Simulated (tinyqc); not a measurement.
# Polycrystalline film, grain-boundary barriers (Seto model): effect of the temperature

One-dimensional grains of size Lg with donors N; each boundary has Qt acceptor-like traps per area at one level Et below the band edge. Trapped electrons qt deplete a width w = qt/N (both sides together) and raise a barrier Vb = q N w^2/(8 eps0 eps_r). Current crosses the barriers by thermionic emission at small bias. Abrupt depletion, full ionisation, Boltzmann statistics.

Nc is given at 300 K and scales as (T/300 K)^1.5; mg and vc are fixed. Partly depleted grains: the density at the grain centre is n0 = N and qt = Qt/(1 + 2 (Nc/N) exp((Vb - Et)/Vt)). If that gives qt >= N Lg, the grains are fully depleted: qt = N Lg, w = Lg and n0 = 2 Nc exp((Vb - Et)/Vt)/(Qt/(N Lg) - 1). Resistivity: barriers rb = Vt exp(Vb/Vt)/(q n0 vc Lg), grain interior rg = (1 - w/Lg)/(q mg N); effective mobility 1/(q N (rb + rg)).

Parameters, values chosen for the exercise; values close to those of polycrystalline silicon:
```
symbol,value,unit,meaning
eps_r,11.7,,relative permittivity of the semiconductor
Lg,20,nm,grain size
Qt,2.6e12,cm^-2,trap density at a boundary
N,6.2e18,cm^-3,donor density
mg,130,cm^2/(V s),mobility inside a grain
vc,3.9e6,cm/s,collection velocity at the barrier
Nc,2.8e19,cm^-3,conduction-band density of states at the reference temperature
Et,0.55,eV,trap level below the band edge
```

Constants: q = 1.602176634e-19 C, kB = 1.380649e-23 J/K, Vt = kB T/q, eps0 = 8.8541878128e-14 F/cm where lengths are in cm. Results are converted to the units shown.

The same in every row: n0 (cm^-3) = 6.200e18.

Effect of the temperature:
```
T (K),w/Lg,Vb (V),resistivity (ohm cm)
220,0.2097,0.02108,0.01356
250,0.2097,0.02108,0.01352
280,0.2097,0.02108,0.01358
310,0.2097,0.02108,0.01371
340,0.2097,0.02108,0.01388
370,0.2097,0.02108,0.01409
400,0.2097,0.02108,0.01432
430,0.2097,0.02108,0.01457
```

As T goes from 220 to 430 K, the barrier stays near 0.0211 V and the resistivity goes from 0.0136 through a minimum of 0.0135 (at T = 250 K among the rows listed) to 0.0146 ohm cm. The grains are fully depleted in 0 of the 8 rows. The activation energy between the first two rows is 4.84e-4 eV. In every row the barrier is under 2 Vt, where the depletion and emission pictures are rough.

tinyqc, about 0.01 s, one thread, Intel Xeon 2.30GHz (shared host): `OMP_NUM_THREADS=1 python tinyqc.py 2610104 2610105 out.jsonl`
